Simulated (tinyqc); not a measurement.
# From one set of inputs to another, one input at a time

Model: Rutherford backscattering from a thin compound film on silicon: kinematics, yields, composition and thickness. Computed by tinyqc, a small Python program. Command: `OMP_NUM_THREADS=1 python tinyqc.py 3029012 3029013 out.jsonl rbs ladder`. One thread of a shared host (Intel(R) Xeon(R) Processor @ 2.30GHz), about 0.01 s of CPU time with the checks.

Singly charged helium ions (Z1 = 2, M1 = 4.0026 u) enter at the tilt angle a1 to the normal and leave at a2 = |180 - theta - tilt| in the same plane. The film is A B_x.

The inputs printed are set A. Set A is modelled on a helium beam on NiSi; the values taken over come from a set modelled on a helium beam on TaN. Inputs not listed in the table keep their values of set A, so the rows need not describe a real material.

Inputs (values chosen for the exercise, modelled on a helium beam on NiSi):
```
quantity                                value           unit
beam energy E0                            1.9            MeV
scattering angle theta                    165        degrees
tilt of the sample                         30        degrees
heavy element: Z_A                         28              -
heavy element: mass M_A                  58.7              u
heavy element: stopping eps_A at 2 MeV     71  1e-15 eV cm^2
light element: Z_B                         14              -
light element: mass M_B                 28.09              u
light element: stopping eps_B at 2 MeV   50.6  1e-15 eV cm^2
atoms of B per atom of A, x             0.894              -
atomic density of the film               81.4         1/nm^3
film thickness d                           35             nm
collected charge                          5.2   microcoulomb
detector solid angle                        2            msr
detector resolution (FWHM)                 15            keV
```

Constants: e^2/(4 pi eps_0) = 14.39964548 eV angstrom; e = 1.602176634e-19 C.

Method:
- Kinematic factor K = [(sqrt(M^2 - M1^2 sin^2 theta) + M1 cos theta)/(M + M1)]^2.
- Surface edges lie at K E0; substrate silicon has M = 28.09 u. Mass resolution at M_A = resolution/(E0 dK/dM).
- Stopping per atom eps(E) = eps(2 MeV) (E/2 MeV)^(-0.4) (a law chosen for the exercise); Bragg rule eps_film = (eps_A + x eps_B)/(1 + x); areal density N d, with 1/nm^2 = 0.1 x 1e15/cm^2.
- Width of the signal of element i: [K_i eps(E0)/cos a1 + eps(K_i E0)/cos a2] N d; depth resolution = resolution x d/width of A; energy lost on the way in = eps(E0) N d/cos a1.
- Rutherford cross section in the laboratory frame: sigma = (Z1 Z e^2/(4 pi eps_0 4E))^2 (4/sin^4 theta) (r + cos theta)^2/r, r = sqrt(1 - (M1 sin theta/M)^2), times the screening factor 1 - 0.049 Z1 Z^(4/3)/E (E in keV); 1 angstrom^2 = 1e8 barn.
- Counts = (charge/e) x solid angle x sigma(E_mean) x areal density of the element/cos a1, E_mean = E0 - half the energy lost on the way in; 1 barn = 1e-24 cm^2. The ratio of areas returns x = (Y_B/Y_A)(sigma_A/sigma_B), with the counting error sqrt(1/Y_A + 1/Y_B).

Each row keeps all changes above it; columns: (1) input moved; (2) from; (3) to; (4) mass resolution at M_A (u); (5) counting error of x without background (%); (6) energy lost on the way in (keV):
```
(1)                                                       (2)   (3)     (4)     (5)     (6)
set A                                                       -     -  2.2503  2.0675  20.608
atomic density of the film (1/nm^3)                      81.4  87.9  2.2503  1.9888  22.254
heavy element: stopping eps_A at 2 MeV (1e-15 eV cm^2)     71   114  2.2503  1.9844  30.486
beam energy E0 (MeV)                                      1.9   1.6  2.6722  1.6678  32.655
scattering angle theta (degrees)                          165   150  2.7766  1.5804  32.655
light element: stopping eps_B at 2 MeV (1e-15 eV cm^2)   50.6    35  2.7766  1.5818  29.795
atoms of B per atom of A, x                             0.894  0.86  2.7766  1.5926  30.091
detector resolution (FWHM) (keV)                           15    13  2.4064  1.5926  30.091
```

Mass resolution at M_A goes from 2.25 to 2.41, a factor 1.07 in all. The largest single move comes from beam energy E0 (a factor 1.19), and detector resolution (FWHM) works against it (a factor 0.867). Counting error of x without background goes from 2.07 to 1.59, a factor 0.770 in all. The largest single move comes from beam energy E0 (a factor 0.840). Energy lost on the way in goes from 20.6 to 30.1, a factor 1.46 in all. The largest single move comes from heavy element: stopping eps_A at 2 MeV (a factor 1.37), and light element: stopping eps_B at 2 MeV works against it (a factor 0.912). The single moves hold for this order of the switches; the total does not depend on the order.

Caution (all rows): the silicon signal of the film merges with that of the substrate, so only the width of A can be read directly. Caution (all rows): film and substrate silicon overlap, so Y_B must be separated by a fit.

Extremes, crossings and ranges named in words are read from the listed rows.
